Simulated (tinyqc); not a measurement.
Switching field against angle and time: single-domain magnet: Stoner-Wohlfarth switching, Neel-Arrhenius retention, LLG dynamics and spin torque. Computed by tinyqc, a small Python program. Command: `OMP_NUM_THREADS=1 python tinyqc.py 3029769 3029770 out.jsonl macro walk`. One thread of a shared host (Intel(R) Xeon(R) Processor @ 2.30GHz), about 0.02 s of CPU time with the checks.

The moment is uniform, with unit vector m; z is the easy axis. mu_0 = 1.25663706212e-6 T m/A, gamma = 1.76085963023e11 rad/(s T).

Inputs (values chosen for the exercise, for a model magnet):

| quantity | value | unit |
|---|---|---|
| saturation magnetisation M_s | 1040 | kA/m |
| diameter d | 18 | nm |
| thickness t | 2.1 | nm |
| interface anisotropy K_i | 1.86 | mJ/m^2 |
| bulk anisotropy K_u | 34 | kJ/m^3 |
| exchange stiffness A | 13 | pJ/m |
| temperature T | 450 | K |
| attempt frequency f0 | 1 | GHz |
| waiting time t_w | 0.001 | s |

Shape: thin disc, easy axis normal to it.

Constants: k_B = 1.380649e-23 J/K.

Method:
- The disc is treated as an oblate spheroid with p = t/d: N_z = [1 - p arccos(p)/sqrt(1 - p^2)]/(1 - p^2); V = pi d^2 t/4; K_eff = K_u + K_i/t + K_shape, K_shape = -(mu_0 M_s^2/4)(3 N_z - 1); mu_0 H_K = 2 K_eff/M_s.
- Delta = K_eff V/(k_B T); tau = exp(Delta)/f0; probability of a flip within t_w: P = 1 - exp(-t_w/tau). Wall width parameter sqrt(A/K_eff); a two-domain state costs 4 sqrt(A K_eff) times the cross-section that the wall cuts (d t).
- Energy over K_eff V: e(theta) = sin^2(theta) + 2 h cos(theta - psi) for m at the angle theta from +z and a field that points at psi from -z (it pulls m away from +z towards negative theta); h_sw = (cos^(2/3) psi + sin^(2/3) psi)^(-3/2).
- Switching field at T: the h at which the exact barrier equals ln(f0 t_w/ln 2) k_B T (0 if the zero-field barrier is lower). Sharrock form: h_sw [1 - (ln(f0 t_w/ln 2)/Delta)^(1/n)], n = 0.86 + 1.14 h_sw.

stability factor Delta = 34.6245

Fields over H_K:

| psi (degrees) | h_sw at T = 0 | thermal, exact barrier | thermal, Sharrock form |
|---|---|---|---|
| 1 | 0.90707 | 0.35120 | 0.34086 |
| 10 | 0.67381 | 0.29482 | 0.28436 |
| 20 | 0.57365 | 0.26002 | 0.25552 |
| 30 | 0.52402 | 0.24099 | 0.23999 |
| 45 | 0.50000 | 0.23142 | 0.23215 |
| 60 | 0.52402 | 0.24099 | 0.23999 |
| 75 | 0.61466 | 0.27488 | 0.26772 |
| 89 | 0.90707 | 0.35120 | 0.34086 |

At T = 0 the field is least at 45 degrees, H_K/2, and symmetric about it. Thermal help lowers it to 39 % at 1 degree and 46 % at 45 degrees; the Sharrock form misses the exact barrier by at most about 0.010 H_K, at psi = 10 (and its mirror angle). Caution: a flat cylinder has a smaller N_z than the spheroid of the same t/d, so K_eff of a real disc is larger.

Extremes, crossings and ranges named in words are read from the listed rows.
